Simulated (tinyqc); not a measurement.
Inputs raised by 2 %, one at a time: oxide trap near a transistor channel: two-state multiphonon kinetics, telegraph noise and bias instability. Computed by tinyqc, a small Python program. Command: `OMP_NUM_THREADS=1 python tinyqc.py 3029808 3029809 out.jsonl oxidetrap sens`. One thread of a shared host (Intel(R) Xeon(R) Processor @ 2.30GHz), about 0.01 s of CPU time with the checks.

An n-channel device under positive gate bias. The trap is empty (state 1) or holds an electron (state 2); both states are parabolas of equal curvature, and the electron reservoir is taken at the Fermi level of the channel.

Inputs (values chosen for the exercise, with an insulator like SiO2 on silicon):
```
quantity,value,unit
insulator constant eps_ox,3.83,-
insulator thickness t_ox,6.5,nm
trap depth x from the interface,2.6,nm
tunnel barrier phi_b,3.14,eV
tunnelling mass m_ox,0.42,m_0
trap level above E_F at zero field E_t,1.4,eV
relaxation energy E_R,2.9,eV
oxide field F,5.6,MV/cm
attempt rate k_0 at the interface,1e+11,1/s
temperature T,400,K
channel width W,240,nm
channel length L,23,nm
frequency f,50000,Hz
stress time t_s,0.1,s
```

Parts treated: one trap.

Constants: hbar^2/(2 m_0) = 3.80998212 eV angstrom^2; k_B = 8.617333262e-05 eV/K; e = 1.602176634e-19 C; eps_0 = 8.8541878128e-12 F/m.

Method:
- kappa = sqrt(2 m_ox phi_b)/hbar = sqrt(m_ox phi_b/(hbar^2/2m_0)); attenuation length lambda = 1/(2 kappa); factor exp(-x/lambda) for a rectangular barrier.
- E_21 = E_t - e F x is the energy of state 2 over state 1; barriers E_c = (E_R + E_21)^2/(4 E_R), E_e = E_c - E_21; tau_c = exp(E_c/k_B T)/(k_0 P), tau_e = exp(E_e/k_B T)/(k_0 P), P the tunnelling factor; occupation f_2 = tau_e/(tau_c + tau_e); 1/tau_0 = 1/tau_c + 1/tau_e.
- Charge-sheet step dV = e (t_ox - x)/(eps_ox eps_0 W L); Lorentzian spectrum S(f) = 4 dV^2 tau_0^2/((tau_c + tau_e)(1 + (2 pi f tau_0)^2)); corner 1/(2 pi tau_0); variance dV^2 f_2 (1 - f_2) = dV^2 tau_0/(tau_c + tau_e).
- From the zero-field occupation f(0), f(t) = f_2 + (f(0) - f_2) exp(-t/tau_0) under the field; after t_s the field is removed and f relaxes with the zero-field constants.

Runs:
```
input moved,from,to,emission time tau_e (s),threshold step dV (mV),corner frequency (Hz),half-time of recovery (s)
base run,-,-,5.9902e+11,3.3380,1.6145e-12,37268
trap level above E_F at zero field E_t (eV),1.4,1.428,3.9673e+11,3.3380,1.3050e-12,30266
temperature T (K),400,408,3.9026e+11,3.3380,2.4132e-12,33375
insulator thickness t_ox (nm),6.5,6.63,5.9902e+11,3.4493,1.6145e-12,37268
tunnel barrier phi_b (eV),3.14,3.2028,8.1218e+11,3.3380,1.1908e-12,50530
tunnelling mass m_ox (m_0),0.42,0.4284,8.1218e+11,3.3380,1.1908e-12,50530
channel width W (nm),240,244.8,5.9902e+11,3.2726,1.6145e-12,37268
stress time t_s (s),0.1,0.102,5.9902e+11,3.3380,1.6145e-12,37268
```

Exponents ln(y'/y) / ln(x'/x):
```
input,emission time tau_e,threshold step dV,corner frequency,half-time of recovery
trap level above E_F at zero field E_t,-20.807,0.000,-10.745,-10.510
temperature T,-21.638,0.000,20.298,-5.572
insulator thickness t_ox,0.000,1.656,0.000,0.000
tunnel barrier phi_b,15.373,0.000,-15.373,15.373
tunnelling mass m_ox,15.373,0.000,-15.373,15.373
channel width W,0.000,-1.000,0.000,0.000
stress time t_s,0.000,0.000,0.000,0.000
```

Among the inputs moved here: emission time tau_e answers most in size to temperature T (exponent -21.638), next to trap level above E_F at zero field E_t (-20.807); its exponent is below 0.0005 for insulator thickness t_ox, channel width W, stress time t_s. Threshold step dV answers most in size to insulator thickness t_ox (exponent +1.656), next to channel width W (-1.000); its exponent is below 0.0005 for trap level above E_F at zero field E_t, temperature T, tunnel barrier phi_b, tunnelling mass m_ox, stress time t_s. Its exponent -1.000 in channel width W: one charge is spread over the gate area. Corner frequency answers most in size to temperature T (exponent +20.298), next to tunnel barrier phi_b (-15.373); its exponent is below 0.0005 for insulator thickness t_ox, channel width W, stress time t_s. Half-time of recovery answers most in size to tunnel barrier phi_b (exponent +15.373), and about equally to tunnelling mass m_ox (+15.373); its exponent is below 0.0005 for insulator thickness t_ox, channel width W, stress time t_s.

Caution (all rows): the field lowers the tunnel barrier appreciably over the trap depth, so the rectangular barrier understates the rate.
